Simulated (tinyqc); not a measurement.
# All-pass ring resonator: what changes with what

A ring of length L = 2 pi Rr coupled to one bus waveguide: round-trip amplitude a = 10^(-al L/20), self-coupling t = sqrt(1 - k2). At detuning d from the resonance the round-trip phase is p = 2 pi d/FSR and the transmission T = (a^2 - 2 a t cos p + t^2)/(1 - 2 a t cos p + a^2 t^2). Lossless coupler, linear absorption only.

Parameters, values chosen for the exercise; values close to those of silicon waveguides:

| symbol | value | unit | meaning |
|---|---|---|---|
| lam | 1310 | nm | cold resonance wavelength |
| Rr | 7.5 | um | ring radius |
| ng | 4.21 |  | group index |
| al | 10 | dB/cm | propagation loss |
| k2 | 0.014 |  | power coupling |
| dT | 0.0002 | 1/K | thermo-optic change of the effective index |
| Rt | 3.6 | K/mW | thermal resistance |
| fa | 0.54 |  | share of the loss that heats the ring |
| Pin | 0.043 | mW | input power |

Constants: c = 299792458 m/s. Results are converted to the units shown.

Each table varies one quantity; the others keep the values above.

## Effect of the propagation loss

FSR = lam^2/(ng L), finesse F = pi sqrt(a t)/(1 - a t), FWHM = FSR/F, Q = lam/FWHM, Tmin = (a - t)^2/(1 - a t)^2, power build-up k2 a^2/(1 - a t)^2, optical bandwidth c/(lam Q).

The same in every row: t = 0.99298.

Result of one run:

| al (dB/cm) | a | Q | Tmin | build-up | bandwidth (GHz) |
|---|---|---|---|---|---|
| 80 | 0.95753 | 9429.2 | 0.51914 | 5.3026 | 24.270 |

What becomes of these results when the propagation loss al is changed from 80 to 1.2 dB/cm, all else the same?

Result of the changed run:

| al (dB/cm) | a | Q | Tmin | build-up | bandwidth (GHz) |
|---|---|---|---|---|---|
| 1.2 | 0.99935 | 61785 | 0.69041 | 237.61 | 3.7040 |

The whole series:

| al (dB/cm) | a | Q | Tmin | build-up | bandwidth (GHz) |
|---|---|---|---|---|---|
| 1.2 | 0.99935 | 61785 | 0.69041 | 237.61 | 3.7040 |
| 2.3 | 0.99875 | 57341 | 0.48891 | 204.54 | 3.9910 |
| 4.1 | 0.99778 | 51303 | 0.27070 | 163.57 | 4.4608 |
| 7.4 | 0.99599 | 43001 | 0.075230 | 114.71 | 5.3219 |
| 13 | 0.99297 | 33737 | 6.0809e-8 | 70.394 | 6.7834 |
| 24 | 0.98706 | 23705 | 0.088517 | 34.547 | 9.6540 |
| 44 | 0.97641 | 15386 | 0.29596 | 14.397 | 14.874 |
| 80 | 0.95753 | 9429.2 | 0.51914 | 5.3026 | 24.270 |

As al goes from 1.2 to 80 dB/cm, Q falls from 61800 to 9430, Tmin goes from 0.690 through a minimum of 6.08e-8 (at al = 13 dB/cm among the rows listed) to 0.519 and the build-up falls from 238 to 5.30. The ring is overcoupled (t < a) in 4 of the 8 rows; the dip is deepest where t and a cross.

## Line shape, cold and heated

FSR = lam^2/(ng L). The lost power (1 - T) Pin heats the ring by Rt fa (1 - T) Pin and shifts the resonance to longer wavelength by s = (lam dT/ng) times that rise; d = dl - s. The hot columns give T for the smallest and the largest self-consistent shift.

Line shape, cold and heated:

| dl (pm) | T, cold | roots | smallest s (pm) | T there | largest s (pm) | T there  |
|---|---|---|---|---|---|---|
| -52 | 0.9033 | 1 | 0.4945 | 0.9049 | 0.4945 | 0.9049 |
| -27 | 0.7168 | 1 | 1.371 | 0.7364 | 1.371 | 0.7364 |
| -14 | 0.4094 | 1 | 2.638 | 0.4929 | 2.638 | 0.4929 |
| 0 | 0.01695 | 1 | 4.751 | 0.08682 | 4.751 | 0.08682 |
| 10 | 0.2659 | 1 | 4.664 | 0.1035 | 4.664 | 0.1035 |
| 21 | 0.6060 | 1 | 2.346 | 0.5490 | 2.346 | 0.5490 |
| 31 | 0.7691 | 1 | 1.280 | 0.7539 | 1.280 | 0.7539 |
| 45 | 0.8750 | 1 | 0.6674 | 0.8717 | 0.6674 | 0.8717 |
| 62 | 0.9299 | 1 | 0.3685 | 0.9292 | 0.3685 | 0.9292 |
| 86 | 0.9623 | 1 | 0.1971 | 0.9621 | 0.1971 | 0.9621 |

The cold line has FWHM = 34.3 pm and its dip at dl = 0; heated, the deepest listed dip lies at dl = 0 pm, and the largest possible shift is 5.11 pm, 0.15 FWHM. No listed row is bistable.

## Effect of the ring radius

Same model as above.

The same in every row: t = 0.99298.

Effect of the ring radius:

| Rr (um) | a | Q | Tmin | build-up | bandwidth (GHz) |
|---|---|---|---|---|---|
| 2.5 | 0.99819 | 17904 | 0.35008 | 179.37 | 12.782 |
| 4 | 0.99711 | 25520 | 0.17470 | 142.20 | 8.9674 |
| 6.6 | 0.99524 | 35410 | 0.037026 | 100.37 | 6.4628 |
| 11 | 0.99207 | 46499 | 0.0036586 | 62.110 | 4.9216 |
| 17 | 0.98778 | 55741 | 0.073578 | 37.206 | 4.1056 |
| 28 | 0.97995 | 65052 | 0.23389 | 18.532 | 3.5180 |
| 45 | 0.96797 | 72080 | 0.41468 | 8.7011 | 3.1749 |

As Rr goes from 2.5 to 45 um, Q rises from 17900 to 72100, Tmin goes from 0.350 through a minimum of 0.00366 (at Rr = 11 um among the rows listed) to 0.415 and the build-up falls from 179 to 8.70. The ring is overcoupled (t < a) in 3 of the 7 rows; the dip is deepest where t and a cross. Bend loss, which grows for small rings, is left out.

Computed by the program tinyqc: `OMP_NUM_THREADS=1 python tinyqc.py 2650102 2650103 out.jsonl`, one thread of a shared Intel Xeon 2.30GHz, about 0.01 s for the whole run.
